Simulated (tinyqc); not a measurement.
A log to judge: two-valley model of the transferred-electron effect. Computed by tinyqc. Command: `OMP_NUM_THREADS=1 python tinyqc.py 3022170 3022171 out.jsonl gunn walk`. One thread of a shared host (Intel(R) Xeon(R) Processor @ 2.30GHz), about 0.01 s of CPU time with the checks.

Both kinds of valley share one electron temperature T_e, and each has a constant mobility.

Inputs (values chosen for the exercise, modelled on InP):
```
quantity,value,unit
central-valley mass m1,0.078,m_0
satellite-valley mass m2,0.25,m_0
satellite valleys Z,4,-
valley separation dE,0.53,eV
central-valley mobility mu1,4400,cm^2/(V s)
satellite-valley mobility mu2,170,cm^2/(V s)
energy relaxation time tau_E,0.71,ps
lattice temperature T,100,K
electric field F,21,kV/cm
mixing,1,-
iteration cap,50,-
```

Solver: damped fixed point.

Constants: k_B = 8.617333262e-05 eV/K.

Method. Density-of-states ratio R = Z (m2/m1)^(3/2); n2/n1 = R exp(-dE/(k_B T_e)); mean mobility mu = (mu1 + mu2 n2/n1)/(1 + n2/n1); energy balance e mu F^2 = (3/2) k_B (T_e - T)/tau_E; v = mu F. Fixed point from T_e = T: T_out = T + (2/3) e mu(T_e) F^2 tau_E/k_B, T_new = T_e + mixing (T_out - T_e); stop when |T_out - T_e| is below 1e-6 K.

Course of the iteration:
```
iteration,T_e (K),mu (cm^2/(V s)),|T_out - T_e| (K)
1,100.0,4400.00,10658.2
2,10758.2,473.05,9512.4
3,1245.9,3801.61,8062.9
4,9308.7,499.07,7999.8
5,1308.9,3668.79,7678.1
6,8987.0,506.32,7660.5
7,1326.5,3630.39,7567.5
...,...,...,...
44,8852.0,509.56,7517.6
45,1334.3,3613.04,7517.6
46,8852.0,509.56,7517.6
47,1334.3,3613.04,7517.6
48,8852.0,509.56,7517.6
49,1334.3,3613.04,7517.6
50,8852.0,509.56,7517.6
```

Can the last value be used, and what does the course show?

No. Not converged within 50 iterations: the residual has stopped falling and repeats with period one or two: the iteration swings between two states. T_e jumps up and down: T_out falls steeply as T_e rises, since hot electrons move to the slow valleys, and this mixing overshoots. Reruns converge with mixing = 0.1, iteration cap = 600; or with mixing = 0.03, iteration cap = 600; or with solver = bisection, iteration cap = 600.
